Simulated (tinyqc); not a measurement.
Worked calculation: electrons shared among three sets of ellipsoidal valleys. Values are carried at full precision from step to step, so a last printed digit may differ when a step is redone from the rounded ones.

Constants: hbar^2/2m0 = 3.80998211 eV angstrom^2; kB = 8.617333262e-05 eV/K.

Inputs chosen for the exercise (masses and offsets near those of GaAs; mobilities are free inputs, held fixed; shifted at random, so the results belong to these values and not to a real crystal): ml = (0.067, 1.966, 1.297) m0 (longitudinal masses of Gamma, L, X); mt = (0.067, 0.0732, 0.2224) m0 (transverse masses); M = (1, 4, 3) (valleys in each set); T = 300 K; dE = (0, 0.236, 0.472) eV (edges of Gamma, L, X above the first); n = 1.5e+16 1/cm^3 (total electron density); mu = (7100, 720, 270) cm^2/(V s) (mobility of each set).

## Masses of each set

One valley: m_d = (ml mt^2)^(1/3). Whole set: m_de = M^(2/3) m_d. Mean over three axes: 1/m_c = (1/ml + 2/mt)/3. Anisotropy K = ml/mt.

m_d, m_de, m_c (m0) and K of each set:
```
set       m_d    m_de     m_c      K
Gamma  0.0670  0.0670  0.0670   1.00
L      0.2192  0.5524  0.1078  26.86
X      0.4003  0.8327  0.3073   5.83
```

m_de/m_c is 1.00 for Gamma, 5.12 for L, 2.71 for X: many anisotropic valleys give many states at a light conductivity mass. m_c is the mean over three axes; a set that holds only some of the equivalent valleys conducts with a mass that depends on direction.

## Effective densities of states

N_i = M_i times N = 2 (m kB T/(4 pi c))^(3/2) with c = hbar^2/2m0, in 1/angstrom^3; times 1e24 for 1/cm^3, with m = (ml mt^2)^(1/3).

kT = 0.025852 eV

N_i (1/cm^3): Gamma 4.3520e+17, L 1.0302e+19, X 1.9068e+19

## Fermi level and populations

F_j(eta) = (1/Gamma(j + 1)) integral_0^infinity x^j dx/(1 + exp(x - eta)), which tends to exp(eta) for eta << 0.

Solve n = sum_i N_i F_1/2((EF - dE_i)/kT), energies from the edge of the first set.

EF = -0.0868 eV

eta_i: Gamma -3.36, L -12.49, X -21.62

n_i (1/cm^3): Gamma 1.50e+16, L 3.89e+13, X 7.81e+09

shares: Gamma 0.9974, L 0.0026, X 0.0000

Gamma holds most electrons (99.7 %). Boltzmann weights N_i exp(-dE_i/kT) would give L a share of 0.0026.

## Drift and Hall mobility of the mixture

With f_i the shares, mu_drift = sum f_i mu_i; low-field Hall mobility mu_H = sum f_i mu_i^2/mu_drift (scattering and anisotropy factors set to 1); the Hall density is n mu_drift/mu_H; rho = 1/(e n mu_drift), e = 1.602176634e-19 C.

mu_drift = 7083 cm^2/(V s)
mu_H = 7098 cm^2/(V s)
Hall density = 1.50e+16 1/cm^3
rho = 0.0587 ohm cm

A Hall measurement would read 99.8 % of the true density.

## Checks

- Share of L at n = 1e10 1/cm^3 against the Boltzmann weight: both 0.002562.

Computed by tinyqc, a small Python program: `OMP_NUM_THREADS=1 python tinyqc.py 1651804 1651805 out.jsonl` (the numbers bound the seed that draws the inputs); one thread of a shared host (Intel(R) Xeon(R) Processor @ 2.30GHz), about 0.01 s for the whole set of steps.
